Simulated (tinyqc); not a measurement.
Polytypes by hexagonality, and a cubic inclusion as a quantum well: one step. Gaps and band edges. Three cases, with inputs chosen for the exercise.

Problem. Evaluate for each polytype.

Gap: E3 + (E2 - E3) h. Valence top Ev2 h and polarisation P2 h, both counted from 3C; Ec = Ev + gap.

Give: a table of polytype, gap (eV), Ev (eV), Ec (eV), P (C/m^2).

Case 1.

Values chosen (of the order of those of InP; not measured data):
- E3 = 1.42 eV (gap of the cubic polytype)
- E2 = 1.501 eV (gap of 2H)
- Ev2 = 0.048 eV (valence top of 2H above that of 3C)
- P2 = -0.0017 C/m^2 (spontaneous polarisation of 2H)

Hexagonality:
```
polytype       h/k string         h
2H                     hh  1.000000
8H               hkkkhkkk  0.250000
15R       hkkhkhkkhkhkkhk  0.400000
4H                   hkhk  0.500000
10H            hkkkkhkkkk  0.200000
```

Solution.

Results:
```
polytype  gap (eV)  Ev (eV)  Ec (eV)  P (C/m^2)
2H          1.5010   0.0480   1.5490   -0.00170
8H          1.4403   0.0120   1.4523   -0.00042
15R         1.4524   0.0192   1.4716   -0.00068
4H          1.4605   0.0240   1.4845   -0.00085
10H         1.4362   0.0096   1.4458   -0.00034
```

The widest gap is that of 2H, the narrowest that of 10H. Ev and Ec both rise with h, so 3C collects electrons and the more hexagonal side holes: a staggered line-up.

Case 2.

Values chosen (of the order of those of InAs; not measured data):
- E3 = 0.412 eV (gap of the cubic polytype)
- E2 = 0.458 eV (gap of 2H)
- Ev2 = 0.042 eV (valence top of 2H above that of 3C)
- P2 = 0.0016 C/m^2 (spontaneous polarisation of 2H)

Hexagonality:
```
polytype       h/k string         h
8H               hkkkhkkk  0.250000
2H                     hh  1.000000
10H            hkkkkhkkkk  0.200000
9R              hkhhkhhkh  0.666667
15R       hkkhkhkkhkhkkhk  0.400000
```

Solution.

Results:
```
polytype  gap (eV)  Ev (eV)  Ec (eV)  P (C/m^2)
8H          0.4235   0.0105   0.4340    0.00040
2H          0.4580   0.0420   0.5000    0.00160
10H         0.4212   0.0084   0.4296    0.00032
9R          0.4427   0.0280   0.4707    0.00107
15R         0.4304   0.0168   0.4472    0.00064
```

The widest gap is that of 2H, the narrowest that of 10H. Ev and Ec both rise with h, so 3C collects electrons and the more hexagonal side holes: a staggered line-up.

Case 3.

Values chosen (of the order of those of InAs; not measured data):
- E3 = 0.416 eV (gap of the cubic polytype)
- E2 = 0.456 eV (gap of 2H)
- Ev2 = 0.037 eV (valence top of 2H above that of 3C)
- P2 = 0.0016 C/m^2 (spontaneous polarisation of 2H)

Hexagonality:
```
polytype             h/k string         h
21R       hkkhkkkhkkhkkkhkkhkkk  0.285714
4H                         hkhk  0.500000
3C                          kkk  0.000000
9R                    hkhhkhhkh  0.666667
2H                           hh  1.000000
```

Solution.

Results:
```
polytype  gap (eV)  Ev (eV)  Ec (eV)  P (C/m^2)
21R         0.4274   0.0106   0.4380    0.00046
4H          0.4360   0.0185   0.4545    0.00080
3C          0.4160   0.0000   0.4160    0.00000
9R          0.4427   0.0247   0.4673    0.00107
2H          0.4560   0.0370   0.4930    0.00160
```

The widest gap is that of 2H, the narrowest that of 3C. Ev and Ec both rise with h, so 3C collects electrons and the more hexagonal side holes: a staggered line-up.

Computed by tinyqc, one run a case: `OMP_NUM_THREADS=1 python tinyqc.py N N+1 out.jsonl` with N = 1880888, 1880913, 1881035; one thread of a shared Intel(R) Xeon(R) Processor @ 2.30GHz, about 0.1 s a run at most.
